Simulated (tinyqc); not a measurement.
Inside a calculation. Model: free and trapped electrons in a MOS channel with a dense trap tail.

Program tinyqc, `OMP_NUM_THREADS=1 python tinyqc.py 2222027 2222028 out.jsonl`; Intel Xeon 2.30GHz, shared host, one thread, about 0.02 s. Printed values are rounded.

p-type body, charge-sheet picture, full ionisation (an idealisation for deep acceptors), Boltzmann statistics for free electrons. e = Ec - EF at the surface. Acceptor-like traps of density D(E) = D0 + De exp(-E/Ew) at depth E below Ec, from 0 to Eu, hold n_t = integral of D(E)/(1 + exp((e - E)/Vt)). psi = Eg - Vt ln(Nv/Na) - e; N_dep = sqrt(2 eps0 eps_r Na (psi - Vt)/q); n_f = sqrt(N_dep^2 + 2 eps0 eps_r Vt Nc exp(-e/Vt)/q) - N_dep; Vg = Vfb + psi + q (N_dep + n_t + n_f)/Cox, Cox = eps0 eox/tox.

Parameters, values chosen for the exercise; band and dielectric values close to those of 4H silicon carbide: temperature T = 300 K; band gap Eg = 3.21 eV; relative permittivity eps_r = 9.79; conduction-band density of states at T Nc = 1.67e19 cm^-3; valence-band density of states at T Nv = 2.49e19 cm^-3; relative permittivity of the insulator eox = 3.9; insulator thickness tox = 32 nm; acceptor density Na = 1e16 cm^-3; flat-band voltage without trapped charge Vfb = -2.79 V; constant background density of acceptor-like traps D0 = 4.1e10 cm^-2 eV^-1; density of the tail at the conduction edge De = 3.1e13 cm^-2 eV^-1; decay energy of the tail Ew = 0.08 eV; depth below Ec down to which the traps reach Eu = 0.63 eV; mobility of free electrons mf = 110 cm^2/(V s); Ec - EF at the surface e = 0.123 eV.

Constants: q = 1.602176634e-19 C, kB = 1.380649e-23 J/K, Vt = kB T/q, eps0 = 8.8541878128e-14 F/cm where lengths are in cm. Results are converted to the units shown.

## Trapped charge

Trapezoid rule on 14 equal steps from 0 to Eu, f = 1/(1 + exp((e - E)/Vt)).

```
point,E (eV),D(E) f (cm^-2 eV^-1)
0,0,2.64189e11
1,0.045,8.26010e11
2,0.09,2.20443e12
3,0.135,3.54614e12
4,0.18,2.97980e12
5,0.225,1.86659e12
6,0.27,1.09804e12
7,0.315,6.45020e11
8,0.36,3.85339e11
9,0.405,2.37217e11
10,0.45,1.52803e11
11,0.495,1.04704e11
12,0.54,7.72973e10
13,0.585,6.16816e10
14,0.63,5.27840e10
```

n_t = 6.45460e11 cm^-2

With 1600 steps n_t = 6.466e11 cm^-2; the coarse value is 0.18 % below it.

## Charges and gate voltage

psi, N_dep, n_f and Vg as defined, with the n_t given; free share n_f/(n_f + n_t); apparent mobility mf n_f/(n_f + n_t); gate voltage spent on traps q n_t/Cox.

psi = 2.88484 V
N_dep = 5.56201e11 cm^-2
n_f = 3.49507e10 cm^-2
Vg = 1.93087 V
free share = 5.13671 %
apparent mobility = 5.65038 cm^2/(V s)
gate voltage spent on traps = 0.958333 V
